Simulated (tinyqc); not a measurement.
# Precursor delivery and alloy composition in metal-organic vapour-phase epitaxy, step by step

A worked calculation. Computed by tinyqc, a small Python program that keeps every step. Command: `OMP_NUM_THREADS=1 python tinyqc.py 3024389 3024390 out.jsonl movpe walk`. One thread of a shared host (Intel(R) Xeon(R) Processor @ 2.30GHz), about 0.01 s of CPU time with the checks. Intermediate numbers are printed to about 5 digits and carried at full precision; extremes and crossings named in words are read from the listed rows.

Carrier gas leaves each bubbler saturated. Group-III species cross a boundary layer and react at the surface; element 2 can also desorb. The film is (1)_(1-x) (2)_x V with a zinc-blende cell.

Inputs (values chosen for the exercise, close to those used for InGaAs from TMGa and TMIn):
```
quantity                                   value      unit
source 1: a in log10(p/torr) = a - b/T      8.07         -
source 1: b                                 1703         K
source 1: bath temperature                     3         C
source 1: carrier flow                        25      sccm
source 2: a                                10.52         -
source 2: b                                 3014         K
source 2: bath temperature                    27         C
source 2: carrier flow                       420      sccm
bubbler pressure p_b                         600      torr
group-V hydride flow                         330      sccm
total flow                                     5       slm
reactor pressure p                           760      torr
diffusivity D0 at 273.15 K and 760 torr     0.39    cm^2/s
boundary layer delta                        0.62        cm
prefactor of the surface rate k_s        2.7e+13      cm/s
energy of k_s                               1.99        eV
prefactor of the loss of element 2       1.8e+16  layers/s
energy of the loss                          3.18        eV
lattice constant a                          5.75  angstrom
growth temperature T                         680         C
```

Constants: k_B = 1.380649e-23 J/K; k_B = 8.617333262e-05 eV/K.

## Molar flows

Temperatures in kelvin are T(C) + 273.15. Vapour pressure p_v = 10^(a - b/T); precursor flow = carrier flow x p_v/(p_b - p_v); 1 sccm = 44.615 micromol/min; V/III = hydride flow over the sum of both; gas share x_g = F2/(F1 + F2).

vapour pressures (torr): source 1 79.995, source 2 3.0085

molar flows (micromol/min): F1 171.58, F2 94.431

V/III ratio = 55.346

gas share x_g = 0.35499

The slope of F2 with the temperature of bath 2 is b ln(10)/T^2 x p_b/(p_b - p_v) = 7.7 % per kelvin.

## Transport to the surface

Partial pressure p_i = p F_i/(44615 x total flow in slm); density n_i = p_i/(k_B T), 1 torr = 133.322 Pa; D = D0 (T/273.15)^1.75 (760/p), h = D/delta, the same for both; k_s = prefactor x exp(-energy/(k_B T)); arrival J_i = n_i/(1/h + 1/k_s); in layers per second g_i = J_i a^2/2 (two group-III sites per a^2 on (001)).

densities (1/cm^3): n1 5.9224e+15, n2 3.2594e+15

h = 5.6041 cm/s

k_s = 811.42 cm/s

arrival rates (layers/s): g1 54.490, g2 29.989

Growth is transport-limited.

## Composition and growth rate

Loss of element 2 is r x with r = prefactor x exp(-energy/(k_B T)). Then x = (g2 - r x)/(g1 + g2 - r x), or r x^2 - (g1 + g2 + r) x + g2 = 0, smaller root; growth rate G = g1/(1 - x) layers/s; one layer is a/2 thick, 1 angstrom/s = 0.36 um/h. Distribution coefficient = [x/(1 - x)]/[x_g/(1 - x_g)], x_g = g2/(g1 + g2).

loss rate r = 0.27608 layers/s

solid share x = 0.35424

growth rate G = 87.334 um/h

distribution coefficient = 0.99674

Desorption is negligible, so the solid copies the gas. Caution: rates above some 15 um/h are beyond usual practice, and precursor depletion would cap them. Caution: the lattice constant is held fixed as x changes, delta does not respond to the flow, both precursors share one D and k_s, and gas-phase side reactions are left out.

## Three regimes over temperature

The formulas are those given above.

Growth:
```
T (C)       k_s/h  r (layers/s)        x  G (um/h)
450    1.0569e-01    1.2394e-06  0.35499     6.841
500    7.4151e-01    3.3608e-05  0.35499    32.040
550    4.0778e+00    6.1032e-04  0.35498    63.338
600    1.8336e+01    7.9519e-03  0.35496    78.170
650    6.9679e+01    7.8453e-02  0.35477    84.707
700    2.2972e+02    6.1178e-01  0.35336    88.809
750    6.7106e+02    3.9030e+00  0.34514    91.313
800    1.7669e+03    2.0951e+01  0.30701    89.516
850    4.2524e+03    9.6835e+01  0.19620    79.883
```

G peaks at 750 C among these rows. Between the first rows the apparent energy is 1.49 eV, against 1.99 eV for k_s, as control is already mixed; k_s passes h between 500 and 550 C, well above which G depends weakly on T until desorption sets in. Among these rows x stays within 2 % of x_g up to 700 C and then falls, to 0.20 in the last row, as element 2 desorbs. Caution: in these rows, too, a is fixed and both precursors share one D and k_s.

Checks made by the program: balance of element 2 (relative difference below 1e-10).
